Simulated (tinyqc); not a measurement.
Optical transitions of a finite quantum well: one step. Absorption of one well. Two cases, with inputs chosen for the exercise.

Problem. For light polarised along z (a real waveguide or Brewster geometry adds an angle factor), with all electrons in e1 and none in e2, the peak fractional absorption is 4 pi alpha Ns c f_12/(n_r m1 G) and the area under the Lorentzian line is pi G times that, c = hbar^2/2m0; 1e12/cm^2 = 1e-4/angstrom^2. EF - E1 = 2 pi c Ns/m1 at zero temperature.

Constants: hbar^2/2m0 = 3.80998211 eV angstrom^2; fine-structure constant alpha = 0.007297352564.

Give: peak absorption; area; EF - E1.

Case 1.

Values chosen (out of a larger set: near those of an InGaAs well in InP; not measured data):
- Ns = 1.1 x 1e12/cm^2 (electrons in e1)
- n_r = 3.42 (refractive index)
- G = 12 meV (half width of the line)

Transitions:
```
pair  E (meV)  wavelength (micrometre)  |z| (angstrom)         f
1-2    90.543                  13.6934         30.9819  0.972758
```

m1 = 0.042644 m0

Solution.

peak absorption = 2.136 %
area = 80.53 % meV
EF - E1 = 61.8 meV

Case 2.

Values chosen (out of a larger set: near those of a GaAs well in AlGaAs; not measured data):
- Ns = 0.24 x 1e12/cm^2 (electrons in e1)
- n_r = 3.48 (refractive index)
- G = 20 meV (half width of the line)

Transitions:
```
pair  E (meV)  wavelength (micrometre)  |z| (angstrom)         f
1-2    72.555                  17.0883         27.2459  0.977588
1-3   177.895                   6.9695          0.0000  0.000000
```

m1 = 0.069153 m0

Solution.

peak absorption = 0.170 %
area = 10.70 % meV
EF - E1 = 8.3 meV

EF lies below e2, as assumed.

Computed by tinyqc, one run a case: `OMP_NUM_THREADS=1 python tinyqc.py N N+1 out.jsonl` with N = 1280793, 1280832; one thread of a shared Intel(R) Xeon(R) Processor @ 2.30GHz, about 0.07 s a run at most.
